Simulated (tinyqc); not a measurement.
The choice of windows: band offset from the macroscopic average of a supercell potential.

A model of the planar-averaged electrostatic energy of an electron in a periodic cell of N1 periods of A (L1 = N1 n1 h) and N2 periods of B (L2 = N2 n2 h), on z_j = j h: V(z) = f VA + (1 - f) VB + F t(z), VA = V1[0] + V1[1] cos(2 pi z/(n1 h)) + V1[2] cos(4 pi z/(n1 h)), VB the same with V2, n2 and z - L1. f = [tanh(z/w) - tanh((z - L1)/w) + tanh((z - L1 - L2)/w)]/2 + 1/2; t(z) = z - L1/2 in A and (L1/L2)(L1 + L2/2 - z) beyond, so that the cell is periodic.

Running mean over n points, periodic: for odd n the plain mean of the n points centred on j; for even n the n + 1 points with half weight at both ends. The macroscopic average applies the mean over n1 points and then over n2 points.

Values chosen for the exercise (gaps near those of InAs and GaSb; shifted at random, so the results belong to these values and not to a real crystal):
- h = 0.3 angstrom (grid step)
- n1 = 7 (grid points per period of A)
- n2 = 6 (grid points per period of B)
- N1 = 5 (periods of A)
- N2 = 4 (periods of B)
- V1 = (-6.52, 2.47, 0.82) eV (mean and two harmonics of the potential in A)
- V2 = (-4.85, 1.75, -0.12) eV (the same in B)
- w = 0.32 angstrom (width of the interfaces)
- F = -0.029 eV/angstrom (slope in A from opposite charges on the two interfaces)

dV read at j = 17 and 47 after means over the numbers of points listed; ripple is the spread over the five points around each.

Results:

| windows | dV (eV) | ripple in A (meV) | ripple in B (meV) |
|---|---|---|---|
| none | 5.010 | 3098 | 2470 |
| 7 only | 1.399 | 35 | 426 |
| 6 only | 2.053 | 664 | 51 |
| 8 only | 1.040 | 461 | 529 |
| 8, 7 | 1.711 | 35 | 94 |
| 7, 6 | 1.666 | 35 | 51 |

Which rows can be used, and how does a wrong window show?

The last row matches both periods and lies -4 meV from the value of a thick cell, V2[0] - V1[0] = 1.670 eV. Against it the raw potential errs by +3.34 eV. No other row is within 20 meV of it. A window one point too long leaves a ripple of 461 meV in A, against 35 meV in the last row (of which the slope F makes 35 meV): the ripple is the sign to look for. Rows to use, with under 30 meV of ripple in both regions once the tilt is taken off: 7, 6. A row with a large ripple can hit the right value only by chance.

Program tinyqc; command `OMP_NUM_THREADS=1 python tinyqc.py 1881166 1881167 out.jsonl`; about 0.01 s on one thread of a shared Intel(R) Xeon(R) Processor @ 2.30GHz.
